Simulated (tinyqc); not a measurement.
Lateral field, substrate current, probability of reaching the oxide barrier and hot-carrier lifetime of a silicon transistor (pseudo-two-dimensional and lucky-electron models). From peak field F_m back to junction depth x_j. Computed by tinyqc, a small Python program. Command: `OMP_NUM_THREADS=1 python tinyqc.py 3018802 3018803 out.jsonl hotcar inv`. One thread of a shared host (Intel(R) Xeon(R) Processor @ 2.30GHz), about 0.01 s of CPU time with the checks.

Local-field models: a lucky carrier gains its energy at the peak field over a path free of collisions. Voltages are magnitudes.

Inputs (values chosen for the exercise, modelled on a silicon n-channel):
```
quantity,value,unit
channel length L,1500,nm
oxide thickness t,26,nm
mobility mu,350,cm^2/(V s)
saturation velocity v_s,0.88,1e7 cm/s
threshold voltage V_T,0.58,V
gate voltage V_G,5.6,V
drain voltage V_D,10,V
ionisation prefactor A_i,2e+06,1/cm
ionisation field B_i,1.78,MV/cm
hot-carrier mean free path lambda,7,nm
oxide barrier phi_b,3.1,eV
interface-trap threshold phi_it,3.8,eV
lifetime constant H,7,s microampere/micrometre
length of the depleted extension L_n,140,nm
```

Drain: lightly doped extension.

Constants: eps_0 = 8.8541878128e-12 F/m.

Method. C_ox = 3.9 eps_0/t; F_sat = 2 v_s/mu; V_Dsat = V_ov F_sat L/(V_ov + F_sat L), V_ov = V_G - V_T; I_D/W = C_ox v_s (V_ov - V_Dsat). Scale length l = 0.22 t^(1/3) x_j^(1/2) (all in cm); F_m = sqrt(((V_D - V_Dsat)/l_e)^2 + F_sat^2), with l_e = l + L_n; length of the velocity-saturated region l_e ln((V_D - V_Dsat)/(l_e F_sat) + F_m/F_sat).

Question. A run gave the result below. Find the junction depth x_j, known to lie between 140 and 340 nm.

peak field F_m = 247.3305 kV/cm

Answer.

Each step takes the trial c = (a f_b - b f_a)/(f_b - f_a), f being the result less the target and a, b, c the logarithms of the listed values; c replaces end b, the old b replaces a if the sign of f changed, and otherwise f_a is halved.

Scan of the range:
```
junction depth x_j (nm),peak field F_m (kV/cm)
140,280.461
162,271.580
188,262.487
218,253.432
253,244.342
293,235.423
340,226.452
```

False position (Illinois rule, in the logarithm of the input) inside the bracket:
```
step,end a,end b,trial,peak field F_m (kV/cm)
1,218.000,253.000,240.913,247.327
2,218.000,240.913,240.886,247.334
3,240.913,240.886,240.900,247.331
```

Peak field F_m falls at every point of a 13-point scan of the range (every second point is shown), so one value fits; it is bracketed by 218 and 253. Answer: junction depth x_j = 240.9 nm.
